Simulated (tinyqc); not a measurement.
Worked calculation: band gaps under pressure and temperature from deformation potentials. Values are carried at full precision from step to step, so a last printed digit may differ when a step is redone from the rounded ones.

Murnaghan: V/V0 = (1 + Bp P/B0)^(-1/Bp), B0 = (C11 + 2 C12)/3. Each gap moves by a ln(V/V0) with its volume potential a, and falls with temperature by aV T^2/(T + bV) (Varshni); the two effects are added. No change of phase is considered.

Values chosen for the exercise (near those of GaP, the X and L potentials typical of such crystals; the results hold for these values, not for the real material):
- C11 = 139.6 GPa
- C12 = 62.9 GPa
- Bp = 4.17 (pressure derivative of the bulk modulus)
- P = 3.3 GPa (pressure)
- Eg = 2.883 eV (gap at Gamma to the s-like level at 0 K, 0 GPa)
- EgX = 2.329 eV (gap to X at 0 K, 0 GPa)
- EgL = 2.759 eV (gap to L at 0 K, 0 GPa)
- aG = -9.98 eV (volume potential of the Gamma gap)
- aX = 1.99 eV (volume potential of the X gap)
- aL = -4.42 eV (volume potential of the L gap)
- aV = (0.585, 0.594, 0.594) meV/K (Varshni alpha of Gamma, X, L)
- bV = (366, 345, 395) K (Varshni beta of Gamma, X, L)
- T = 77 K (temperature)
- aT = 4.5 1e-6/K (linear thermal expansion near 300 K)

## Volume under pressure

Give B0, V/V0, ln(V/V0), the change of the lattice constant and the linear estimate -P/B0.

B0 = 88.47 GPa
V/V0 = 0.96592
ln(V/V0) = -0.03467
change of a = -1.149 %
-P/B0 = -0.03730

The stiffening under pressure makes the compression 7.1 % smaller than the linear estimate.

## Gaps at P and T

Give both shifts and the gaps.

pressure shifts (eV): Gamma 0.3460, X -0.0690, L 0.1532

temperature shifts (eV): Gamma -0.0078, X -0.0083, L -0.0075

gaps (eV): Gamma 3.2212, X 2.2517, L 2.9048

The lowest valley is X (indirect gap), 653 meV below L; at 0 K and 0 GPa it is X.

## Pressure coefficients

Expand in P: E = E0 + c1 P + c2 P^2 with c1 = -a/B0 and c2 = a Bp/(2 B0^2).

c1 (meV/GPa): Gamma 112.81, X -22.49, L 49.96

c2 (meV/GPa^2): Gamma -2.659, X 0.530, L -1.178

Gamma and L rise under pressure and X falls, as the signs of the volume potentials say.

## Pressures at which the valleys cross

Two gaps meet at ln(V/V0) = -(E_i - E_j)/(a_i - a_j), with the gaps at T and P = 0; then P = (B0/Bp)(exp(-Bp ln(V/V0)) - 1). A dash marks expansion or a compression beyond ln(V/V0) = -0.3.

Crossings:
```
pair     E_i - E_j (eV)  ln(V/V0)  P (GPa)
Gamma-X          0.5545    0.0463        -
Gamma-L          0.1236    0.0222        -
L-X              0.4309    0.0672        -
```

The lowest valley stays X down to ln(V/V0) = -0.3, far beyond the phase change of the real crystal near 22 GPa.

## How much of dE/dT is thermal expansion

At 300 K: dE/dT = -aV T (T + 2 bV)/(T + bV)^2; expansion alone gives 3 aT a; the rest is electron-phonon coupling.

dE/dT (meV/K): Gamma -0.4083, X -0.4241, L -0.4021

from expansion (meV/K): Gamma -0.1347, X 0.0269, L -0.0597

remainder (meV/K): Gamma -0.2736, X -0.4509, L -0.3425

Expansion supplies 33 % of the slope at Gamma and 15 % at L; at X it works against the fall.

## Checks

- Slope of the Gamma gap at P = 0 by finite differences against c1 (meV/GPa): both 112.81.

(tinyqc, `OMP_NUM_THREADS=1 python tinyqc.py 1080058 1080059 out.jsonl`, Intel(R) Xeon(R) Processor @ 2.30GHz, 1 thread, shared host, about 0.01 s.)
